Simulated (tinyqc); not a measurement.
Dielectric surroundings: exciton in an atomically thin sheet (Rytova-Keldysh potential).

Relative motion in the plane with V(k) = -2 pi q/(k (kap + r0 k)), q = e^2/(4 pi eps0), c = hbar^2/2m0. Normalised Gaussians exp(-a_i r^2): with A = a_i + a_j, S_ij = 2 sqrt(a_i a_j)/A, T_ij = (4c/mu)(a_i a_j/A) S_ij, V_ij = -q S_ij times the integral over k from 0 to infinity of exp(-k^2/4A)/(kap + r0 k).

Converged values use 20 Gaussians with exponents 2^i/b^2, i = -11 to 8, b the larger of a0 kap/(2 mu) and sqrt(a0 r0/mu), a0 = 0.5291772 angstrom; p states use r exp(i theta) exp(-a r^2).

Constants: hbar^2/2m0 = 3.80998211 eV angstrom^2; e^2/(4 pi eps0) = 14.39964547 eV angstrom; Ry = 13.60569312 eV.

Values chosen for the exercise (out of a larger set: near those of a MoS2 monolayer; not measured data): r0 = 38.1 angstrom (screening length of the sheet); kaps = (1, 2, 3, 4, 6, 9, 15) (surroundings).

mu = 0.255169 m0

Converged 1s and 2s bindings; the hydrogen value is 4 Ry mu/kap^2.

Bindings (meV):
```
kap      1s     2s  2s line - 1s line  hydrogen 1s  1s/2s
1.00  593.9  273.5              320.4        13887   2.17
2.00  388.8  137.5              251.3         3472   2.83
3.00  285.6   83.3              202.3         1543   3.43
6.00  146.8   29.9              116.9          386   4.91
9.00   90.2   15.2               75.1          171   5.95
15.0   43.7    6.1               37.6           62   7.17
```

Give the missing row, kap = 4.00.

Computed row:
```
kap      1s    2s  2s line - 1s line  hydrogen 1s  1s/2s
4.00  221.8  55.8              166.0          868   3.98
```

The 1s binding falls by a factor 13.6 where the hydrogen model gives 225; the local exponent d ln E/d ln kap moves from -0.61 to -1.42, towards -2. The ratio 1s/2s climbs from 2.2 to 7.2, towards the hydrogen value 9, as r0/kap shrinks from 38.1 to 2.5 angstrom.

Run: tinyqc, `OMP_NUM_THREADS=1 python tinyqc.py 1250782 1250783 out.jsonl`; Intel(R) Xeon(R) Processor @ 2.30GHz, one thread, shared host; about 0.02 s of CPU time with all checks.
